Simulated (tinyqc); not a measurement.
Inside a calculation. Method: Pariser-Parr-Pople SCF with singles CI, for the molecule FC=Cc1ccccc1 (SMILES; centres numbered as the heavy atoms are written). One step of it, computed by the program tinyqc.

Task: Iteration 1: orbitals and new P. Diagonalise F (the basis is taken as orthonormal) and form P = 2 sum c c over the lowest orbitals.

F (eV), lower triangle:
```
            1F         2C         3C         4C         5C         6C         7C         8C
1F  -20.220022
2C   -5.087297  -7.908060
3C    1.051985  -4.770155  -6.617807
4C    0.326126   0.000000  -4.187413  -4.524129
5C   -0.274863   0.274435   0.407290  -4.462008  -5.043259
6C   -0.055118   0.000000   0.139320   0.000000  -4.907866  -4.912142
7C    0.209167  -0.156106  -0.255940   0.616187   0.203694  -4.745456  -5.265499
8C   -0.059950   0.000000   0.139303   0.000000   0.717136   0.000000  -4.745172  -5.024873
9C   -0.315805   0.348293   0.407299  -4.462483  -0.203662   0.717030   0.203627  -4.906935

           9C
9C  -5.282182
```

pi electrons, sum of z_r less the charge = 10

Give: orbital energies; P after iteration 1.

Result:

orbital energies (eV): -22.0821  -14.0991  -12.3397  -10.5895  -9.7439  -2.3305  0.6598  1.5003  4.2267

P after iteration 1, lower triangle:
```
         1F       2C       3C       4C       5C       6C       7C      8C
1F   1.8852
2C   0.3345   1.0144
3C  -0.2789   0.8654   1.0678
4C  -0.0429   0.0206   0.4043   0.9413
5C   0.0946  -0.2261  -0.0217   0.6062   1.0234
6C   0.0095  -0.0074  -0.0484   0.0189   0.6839   0.9929
7C  -0.0799   0.1821   0.0182  -0.3071  -0.0273   0.6553   1.0384
8C   0.0069  -0.0026  -0.0415   0.0071  -0.3192  -0.0062   0.6580  0.9967
9C   0.0974  -0.2329  -0.0223   0.6071   0.0326  -0.3161  -0.0350  0.6807

        9C
9C  1.0400
```
